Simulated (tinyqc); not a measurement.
Donor level screened by free carriers (Yukawa potential): sweeps and comparisons. A value that a table varies takes the place of the one given here.

Potential -(q/(eps r)) exp(-ks r), q = e^2/(4 pi eps0). In units Ry* = Ry m/eps^2 and a* = a0 eps/m the problem is [-Laplacian - 2 exp(-x r)/r] psi = E psi with x = ks a*.

Converged values use 18 functions exp(-z r), z = 1.55^i, i = -11 to 6: S = 2/A^3, H = z_i z_j S - 2/(A + x)^2, A = z_i + z_j.

Screening wave number: Debye ks^2 = 4 pi q n/(eps kB T); Thomas-Fermi ks^2 = 6 pi q n/(eps EF) with EF = c (3 pi^2 n/gv)^(2/3)/m, c = hbar^2/2m0; the two are joined by 1/ks^2 = sqrt(1/ks_D^4 + 1/ks_TF^4). 1e18/cm^3 = 1e-6/angstrom^3, q = e^2/(4 pi eps0).

Constants: e^2/(4 pi eps0) = 14.39964547 eV angstrom; kB = 8.617333262e-05 eV/K; hbar^2/2m0 = 3.80998211 eV angstrom^2; Ry = 13.60569312 eV; a0 (Bohr radius) = 0.5291772105 angstrom.

Values chosen for the exercise (near those of a donor in 4H SiC, with one mean mass; not measured data):
```
symbol  value                                       unit         meaning
xs      (0.06, 0.16, 0.33, 0.44, 0.77, 0.92, 1.04)               values of x
m       0.407                                       m0           mass
eps     9.9                                                      dielectric constant
gv      3                                                        valleys
T       77                                          K            temperature
nl      (0.017, 0.058, 0.17, 0.58, 1.7, 5.8, 17)    x 1e18/cm^3  densities
n       0.58                                        x 1e18/cm^3  free-carrier density
```

## Towards the loss of the bound state

First order (-1 + 2x), one-parameter (minimum of z^2 - 8 z^3/(2z + x)^2) and converged 1s energies in Ry*, and the mean radius in a*; a dash marks an unbound result.

Results:
```
x     first order  trial function  converged   <r>
0.06      -0.8800         -0.8852    -0.8852  1.50
0.16      -0.6800         -0.7149    -0.7150  1.53
0.33      -0.3400         -0.4769    -0.4777  1.63
0.44      -0.1200         -0.3523    -0.3545  1.73
0.77            -         -0.0930    -0.1042  2.43
0.92            -         -0.0245    -0.0420  3.32
1.04            -               -    -0.0128  5.31
```

First order loses the state at x = 0.5, the trial function reaches zero energy at x = 1.00, and the exact limit is 1.19. The radius starts at 1.5 a*, grows slowly at first (1.63 at x = 0.33), then steadily, and swells towards the end (5.3 at 1.04), where a single exponential fails: the binding vanishes as the square of the distance from 1.19.

## Binding against carrier density

Ry* = 56.4995 meV
a* = 12.872 angstrom

x from the joined ks; converged 1s binding (dash: x above 1.17, at or past the limit 1.19 where the state unbinds).

Results:
```
n (1e18/cm^3)  EF/kB T  1/ks (angstrom)      x  binding (meV)  n^(1/3) a*
0.017             0.04            146.2  0.088          47.17       0.033
0.058             0.10             79.2  0.163          40.17       0.050
0.17              0.20             46.4  0.277          30.78       0.071
0.58              0.45             25.6  0.503          16.56       0.107
1.7               0.92             15.8  0.813           4.72       0.154
5.8               2.10             10.4  1.241              -       0.231
17                4.29              8.0  1.600              -       0.331
```

The binding falls from 47.2 to 4.7 meV (bare value 56.5); it passes half the bare value between 0.17 and 0.58 x 1e18/cm^3. The level is unbound, or bound by less than 0.001 Ry*, from 5.8 x 1e18/cm^3 on; as the density rises, it is lost by the time n^(1/3) a* reaches 0.23. x grows with exponent 0.50 in n at the start and 0.24 at the end (1/2 for Debye, 1/6 for Thomas-Fermi screening).

## What each parameter does

Ry* = Ry m/eps^2, a* = a0 eps/m, x = ks a* with the joined ks; converged binding. Each row changes one parameter from the base and keeps the others.

Results:
```
case                  1/ks (angstrom)      x  binding in Ry*  binding (meV)
base                             25.6  0.503           0.293          16.56
n = 0.87 x 1e18/cm^3             21.2  0.608           0.206          11.66
T = 137 K                        33.6  0.383           0.416          23.48
m = 0.456 m0                     25.5  0.451           0.343          21.72
eps = 9.1                        24.5  0.483           0.312          20.89
gv = 4                           25.4  0.507           0.290          16.38
```

The largest shifts from the base row, up to three for each result and ties (the steps differ in size, so this ranks the rows, not the parameters). 1/ks (angstrom): T +8.0, n -4.4, eps -1.1. x: T -0.120, n +0.104, m -0.052. binding in Ry*: T +0.123, n -0.087, m +0.050. binding (meV): T +6.92, m +5.16, n -4.90.

Program tinyqc; command `OMP_NUM_THREADS=1 python tinyqc.py 1250690 1250691 out.jsonl`; about 0.01 s on one thread of a shared Intel(R) Xeon(R) Processor @ 2.30GHz.
